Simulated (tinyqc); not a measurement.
Strain, valley repopulation and piezoresistance in a many-valley conduction band: one step, computed by the program tinyqc.

Valleys are ellipsoids with mass m_l along the axis a and m_t across it, parabolic, with one constant relaxation time; strain shifts the valleys and leaves the masses alone. Currents are taken along [100], in the plane, and along [001], across the plane.

Task: Strain. Compliances S11 = (C11 + C12)/((C11 - C12)(C11 + 2 C12)), S12 = -C12/((C11 - C12)(C11 + 2 C12)), S44 = 1/C44; stress sigma_xx = sigma_yy = X, all else 0; e_xx = S11 sigma_xx + S12 (sigma_yy + sigma_zz), e_xy = S44 sigma_xy/2 (tensor strain).

Inputs (values chosen for the exercise, for a model crystal):
```
quantity                     value  unit
C11                            167   GPa
C12                           58.7   GPa
C44                           83.3   GPa
stress X (tension positive)    -83   MPa
```

Valley axes: <100> (6 valleys in 3 pairs). Load: biaxial in the (001) plane.

Give: strain tensor.

Result:

strain tensor (%):
```
           x          y         z
x  -0.045002   0.000000  0.000000
y   0.000000  -0.045002  0.000000
z   0.000000   0.000000  0.031636
```
